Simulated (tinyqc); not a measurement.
A spin-degenerate level with charging energy between two leads, rate equations: two steps of the calculation.

States 0, up, down and 2 with energies 0, e1 - Ez/2, e1 + Ez/2 and 2 e1 + U. mu_L = +V/2, mu_R = -V/2 (meV), f(x) = 1/(1 + exp(x/kB T)). A transition that adds one electron of given spin at the energy E has the rate G f(E - mu) from each lead, and its reverse G [1 - f(E - mu)]. I counts electrons leaving the left lead, times q.

Inputs (values chosen for the exercise): tunnel rate to the left lead GL = 1.2 1/ns; tunnel rate to the right lead GR = 1.4 1/ns.

Constants: q = 1.602176634e-19 C. Results are converted to the units shown.

Task 1. Rate matrix. dp/dt = W p; W_ji is the rate from state i to j, and each column sums to zero.

```
transition         fL  fR (1e-8)
0-up        1.0000000  4.7431216
0-down      1.0000000  1.1016095
up-2        0.9673201  0.0000000
down-2      0.9922146  0.0000000
```

Give: W.

Result 1.

W (1/ns):
```
           0      up    down       2
0     -2.400   1.400   1.400   0.000
up     1.200  -2.561   0.000   1.439
down   1.200   0.000  -2.591   1.409
2      0.000   1.161   1.191  -2.849
```

Task 2. Steady state and current. Steady state: W p = 0 with sum p = 1. I = q GL sum over transitions i-j of [fL p_i - (1 - fL) p_j].

W (1/ns):
```
               0          up        down           2
0     -2.4000001   1.3999999   1.4000000   0.0000000
up     1.2000001  -2.5607841   0.0000000   1.4392158
down   1.2000000   0.0000000  -2.5906575   1.4093424
2      0.0000000   1.1607842   1.1906576  -2.8485583
```

fL, transition 0-up to down-2: 1.0000000  1.0000000  0.9673201  0.9922146

Give: p; mean number of electrons; I.

Result 2.

p: 0 0.29225, up 0.25315, down 0.24785, 2 0.20675
mean number of electrons = 0.91451
I = 205.13 pA

In units of q GL GR/(GL + GR) = 104 pA the current is 1.98; two independent spin channels fully inside the bias window would give 2.

Range of the model: Rate equations need hbar G well below kB T; cotunnelling and the Kondo effect are left out.

Computed by the program tinyqc: `OMP_NUM_THREADS=1 python tinyqc.py 2780122 2780123 out.jsonl`, one thread of a shared Intel Xeon 2.30GHz, about 0.01 s for the whole run.
